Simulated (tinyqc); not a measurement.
Inside a calculation. Model: global model of a low-pressure process discharge: electron temperature, density, ion flux and ion energy. Computed by tinyqc, a small Python program that keeps every step. Command: `OMP_NUM_THREADS=1 python tinyqc.py 3110671 3110672 out.jsonl plasma walk`. One thread of a shared host (Intel(R) Xeon(R) Processor @ 2.30GHz), about 0.01 s of CPU time with the checks. Intermediate numbers are printed to about 6 digits and carried at full precision; extremes and crossings named in words are read from the listed rows.

Maxwellian electrons with temperature T_e in eV, one positive ion, no negative ions, uniform bulk density n; rate constants have the Arrhenius form.

Inputs (values chosen for the exercise, of the order of those of an inductive discharge in a simple atomic gas): ion mass M = 35.5 u; ionisation prefactor K0 = 2.4e-14 m^3/s; ionisation energy E_iz = 13.4 eV; excitation prefactor X0 = 2.1e-14 m^3/s; excitation energy E_ex = 11.5 eV; elastic rate constant K_el = 7.5e-14 m^3/s; ion-neutral cross section = 8.6e-19 m^2; pressure p = 4 Pa; gas temperature T_g = 300 K; radius R = 24 cm; height L = 4.7 cm; absorbed power P = 190 W; bias power P_b = 82 W; radius of the biased electrode = 10 cm; bias frequency = 60 MHz; mixing = 0.2.

Constants: k_B = 1.380649e-23 J/K; e = 1.602176634e-19 C; u = 1.6605390666e-27 kg; m_0 = 9.1093837015e-31 kg; eps_0 = 8.8541878128e-12 F/m.

## Geometry factors

n_g = p/(k_B T_g); lambda_i = 1/(n_g sigma); h_L = 0.86/sqrt(3 + L/(2 lambda_i)), h_R = 0.8/sqrt(4 + R/lambda_i); A_eff = 2 pi R^2 h_L + 2 pi R L h_R; d_eff = pi R^2 L/A_eff.

gas density n_g = 9.65729e+20 1/m^3

ion mean free path = 0.120405 cm

h_L = 0.181234

h_R = 0.0561039

A_eff = 695.669 cm^2

d_eff = 12.2255 cm

## A fixed-point cycle for T_e

Particle balance: K0 exp(-E_iz/T_e) n_g d_eff = u_B, u_B = sqrt(e T_e/M). Cycle: T_out = T sqrt(loss/creation) with loss/creation = u_B/(K0 exp(-E_iz/T) n_g d_eff); T -> T + mixing (T_out - T), kept between 0.3 and 60 eV, from 3 eV; stop at |T_out - T| < 1e-9 eV or after 60 steps.

Course:
```
step   T (eV)  T_out (eV)  residual (eV)
0     3.00000     0.88862   -2.11138e+00
1     2.57772     1.05987   -1.51786e+00
2     2.27415     1.28207   -9.92078e-01
3     2.07574     1.51586   -5.59878e-01
4     1.96376     1.70015   -2.63615e-01
5     1.91104     1.80547   -1.05564e-01
6     1.88993     1.85170   -3.82287e-02
...       ...         ...            ...
17    1.87828     1.87828   -2.50238e-07
18    1.87828     1.87828   -8.42254e-08
19    1.87828     1.87828   -2.83487e-08
20    1.87828     1.87828   -9.54165e-09
21    1.87828     1.87828   -3.21154e-09
22    1.87828     1.87828   -1.08095e-09
23    1.87828     1.87828   -3.63827e-10
```

last residual = 3.63827e-10 eV

Converged in 24 steps.

## Electron temperature

Root found by bracketing.

T_e = 1.87828 eV

Bohm velocity u_B = 2259.42 m/s

K_iz = 1.91370e-17 m^3/s

## Energy per pair and density

E_c = E_iz + (X0 exp(-E_ex/T_e) E_ex + K_el (3 m_0/M) T_e)/K_iz; wall potential V_s = (T_e/2) ln(M/(2 pi m_0)); E_T = E_c + 2 T_e + T_e/2 + V_s; n = P/(e u_B A_eff E_T); ion current density J = e h_L n u_B; ionised share n/n_g.

collisional loss per pair E_c = 41.4121 eV

wall potential V_s = 8.67750 V

E_T = 54.7853 eV

plasma density n = 1.37714e+11 1/cm^3

ion current density J = 0.903496 mA/cm^2

ionised share = 1.42601e-04

Collisions take 76 % of the power and the walls the rest. T_e came from the particle balance alone; the power sets only n.

## Biased electrode

All bias power goes to ions: V_b = P_b/(J pi r^2). Debye length at the sheath edge lambda_D = sqrt(eps_0 T_e/(e h_L n)); Child-law sheath s = (sqrt2/3) lambda_D (2 V/T_e)^(3/4), V = V_b + V_s; ion transit time tau_i = 3 s sqrt(M/(2 e V)); collisions in the sheath s/lambda_i.

bias voltage V_b = 288.894 V

lambda_D = 64.4896 micrometre

sheath width s = 2.28312 mm

ion transit time = 170.303 ns

transit time over bias period = 10.2182

s/lambda_i = 1.89619

Ions take many periods to cross and see the mean voltage: a narrow energy distribution. Many ions collide in the sheath, which lowers their energy and widens their angles.

## Pressure series at fixed power

n_g = p/(k_B T_g), lambda_i = 1/(n_g sigma), K_iz = K0 exp(-E_iz/T_e), h_L = 0.86/sqrt(3 + L/(2 lambda_i)), h_R = 0.8/sqrt(4 + R/lambda_i), A_eff = 2 pi R^2 h_L + 2 pi R L h_R and d_eff = pi R^2 L/A_eff follow p. E_c = E_iz + (X0 exp(-E_ex/T_e) E_ex + K_el (3 m_0/M) T_e)/K_iz; E_T = E_c + (5/2) T_e + (T_e/2) ln(M/(2 pi m_0)); n = P/(e u_B A_eff E_T); J = e h_L n u_B. Pressures without a root below 2 E_iz are left out.

Against pressure:
```
p (Pa)  T_e (eV)  E_c (eV)  E_T (eV)   n (1/cm^3)  J (mA/cm^2)
0.1      7.58739   26.3323   80.3539  1.75130e+10     0.586744
0.2      4.84929   28.3002   62.8267  3.03580e+10     0.761592
0.5      3.31408   31.2796   54.8755  5.00064e+10     0.886637
1.0      2.65838   34.0234   52.9509  7.02473e+10     0.926868
2.0      2.20634   37.3456   53.0545  9.84614e+10     0.930088
5.0      1.79152   42.9200   55.6755  1.53153e+11     0.889633
10.0     1.56541   48.4546   59.6001  2.10724e+11     0.832175
20.0     1.38925   56.0162   65.9075  2.82088e+11     0.753060
```

T_e falls from 7.59 to 1.39 eV, n changes by a factor 16.1 and J by 1.28; in J = P h_L/(A_eff E_T), E_T changes by a factor 0.82 and is least at 1 Pa, between wall losses at high T_e and excitation losses at low T_e.

Checks made by the program: cycle against bracketing (relative difference 1e-10).
